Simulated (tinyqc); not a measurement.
## One-diode model of a solar cell: effect of the concentration

J is the current delivered and Vj = V + J Rs the junction voltage. J = X JL - J01 (exp(Vj/(n1 Vt)) - 1) - Vj/Rp. The photocurrent does not depend on voltage.

Jsc at V = 0, Voc at J = 0, the maximum power point where J (1 + 2 Rs G) = G Vj with G = -dJ/dVj; FF = Vmp Jmp/(Voc Jsc); efficiency Vmp Jmp/(X Pin). Empirical fill factor without parasitics FF0 = (v - ln(v + 0.72))/(v + 1), v = Voc/(n1 Vt).

Values chosen for this exercise; values of the order met in cells of CIGS:
```
symbol    value      unit                          meaning
T        298.15         K                      temperature
JL         29.7   mA/cm^2          photocurrent at one sun
J01     3.8e-13    A/cm^2  saturation current of the diode
n1         1.05               ideality factor of the diode
Rs          1.2  ohm cm^2                series resistance
Rp        30000  ohm cm^2                 shunt resistance
Pin         100   mW/cm^2        incident power at one sun
```

Constants: q = 1.602176634e-19 C, kB = 1.380649e-23 J/K, Vt = kB T/q. Results are converted to the units shown.

Effect of the concentration:
```
X (suns)  Jsc (mA/cm^2)  Voc (V)  Vmp (V)  Jmp (mA/cm^2)       FF  efficiency (%)      FF0
0.01            0.29699  0.55069  0.47047        0.26689  0.76776          12.556  0.81082
0.04             1.1880  0.58936  0.50721         1.1126  0.80604          14.108  0.81982
0.1              2.9699  0.61434  0.52935         2.8091  0.81501          14.870  0.82515
0.5              14.849  0.65790  0.55868         14.128  0.80794          15.786  0.83365
2                59.398  0.69533  0.54865         56.228  0.74694          15.425  0.84026
6                178.19  0.72498  0.46568         162.06  0.58419          12.578  0.84510
20               564.04  0.75746  0.38285         296.62  0.26580          5.6780  0.85005
80               655.13  0.79486  0.39758         327.72  0.25022          1.6287  0.85533
300              690.28  0.83051  0.41527         345.15  0.25001         0.47777  0.85999
```

As X goes from 0.01 to 300, Voc rises from 0.551 to 0.831 V, FF goes from 0.768 through a maximum of 0.815 (at X = 0.1 among the rows listed) to 0.250 and the efficiency goes from 12.6 through a maximum of 15.8 (at X = 0.5 among the rows listed) to 0.478 %. Voc gains 62.1 mV a decade at the top and 64.2 mV at the bottom (n1 Vt ln 10 = 62.1 mV). Past the optimum the loss in Rs, which grows as J^2, outruns the gain in Voc: at the best row X JL Rs = 0.66 n1 Vt. For X = 20, 80, 300 Rs Jsc exceeds half of Voc, so the series resistance shapes the curve and drives FF towards the 1/4 of a resistor.

Computed by the program tinyqc: `OMP_NUM_THREADS=1 python tinyqc.py 2280125 2280126 out.jsonl`, one thread of a shared Intel Xeon 2.30GHz, about 0.01 s for the whole run.
